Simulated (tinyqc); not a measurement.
Doping from the ideality factor.

Inverse problem. For thermionic-field emission over a Schottky barrier the ideality factor is n = u coth(u) with u = E00/Vt and E00 = (hbar/2) sqrt(Nd/(me m0 eps0 eps_r)) in SI units (volts). Find u, E00 and Nd.

Values chosen for this exercise; band and dielectric values close to those of gallium nitride: temperature T = 300 K; electron mass me = 0.201 m0; relative permittivity eps_r = 9.42.

Constants: q = 1.602176634e-19 C, kB = 1.380649e-23 J/K, eps0 = 8.8541878128e-12 F/m, hbar = 1.054571817e-34 J s, m0 = 9.1093837015e-31 kg, Vt = kB T/q. Results are converted to the units shown.

n = 1.6317888

Solution. u coth(u) rises steadily from 1, so n fixes u; the definition of E00 then gives Nd.

u = 1.47
E00 = 37.9 meV
Nd = 7.90e18 cm^-3

Numbers from tinyqc (`OMP_NUM_THREADS=1 python tinyqc.py 2640052 2640053 out.jsonl`; about 0.02 s on one thread of a shared Intel Xeon 2.30GHz).
